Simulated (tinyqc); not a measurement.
From results back to parameters: free-carrier optics of a doped semiconductor (Drude model). Three cases, with inputs chosen for the exercise.

Problem. eps(E) is given at one energy; N and mu are hidden.

eps(E) = ei [1 - Ep^2/(E^2 + i E Gam)], with Ep^2 = 8 pi c (e^2/(4 pi eps0)) N/(m ei), c = hbar^2/2m0, N in 1/angstrom^3 (1e-24 per 1/cm^3); Gam = hbar/tau, tau = mu m m0/e with m0/e = 5.685630e-12 kg/C and mu in m^2/(V s). Energies in meV.

Constants: hbar^2/2m0 = 3.80998211 eV angstrom^2; e^2/(4 pi eps0) = 14.39964547 eV angstrom; hbar = 6.58211957e-16 eV s.

Case 1.

Values chosen (out of a larger set: mass and dielectric values near those of Si; N and mu are free inputs; interband absorption and the rise of the mass with filling are left out; not measured data): m = 0.247 m0 (conductivity mass); ei = 12.02 (high-frequency dielectric constant); E = 23.9 meV (photon energy).

eps = 10.52343+5.33615i

Case 2.

Values chosen (out of a larger set: mass and dielectric values near those of Ge; N and mu are free inputs; interband absorption and the rise of the mass with filling are left out; not measured data): m = 0.113 m0 (conductivity mass); ei = 16.17 (high-frequency dielectric constant); E = 20.6 meV (photon energy).

eps = 8.46711+0.68408i

Case 3.

Values chosen (out of a larger set: mass and dielectric values near those of Si; N and mu are free inputs; interband absorption and the rise of the mass with filling are left out; not measured data): m = 0.275 m0 (conductivity mass); ei = 11.54 (high-frequency dielectric constant); E = 17.1 meV (photon energy).

eps = 11.13224+1.33846i

Find: Gam; Ep; N; mu.

Solution. ei - eps1 = ei Ep^2/(E^2 + Gam^2) and eps2 = (ei - eps1) Gam/E; the ratio gives Gam, then Ep, N and mu follow.

Case 1.

Gam = 85.22 meV
Ep = 31.23 meV
N = 2.10e+18 1/cm^3
mu = 55.0 cm^2/(V s)

Case 2.

Gam = 1.83 meV
Ep = 14.27 meV
N = 2.70e+17 1/cm^3
mu = 5.60e+03 cm^2/(V s)

Case 3.

Gam = 56.13 meV
Ep = 11.03 meV
N = 2.80e+17 1/cm^3
mu = 75.0 cm^2/(V s)

Computed by tinyqc, one run a case: `OMP_NUM_THREADS=1 python tinyqc.py N N+1 out.jsonl` with N = 1681214, 1681357, 1681659; one thread of a shared Intel(R) Xeon(R) Processor @ 2.30GHz, about 0.01 s a run at most.
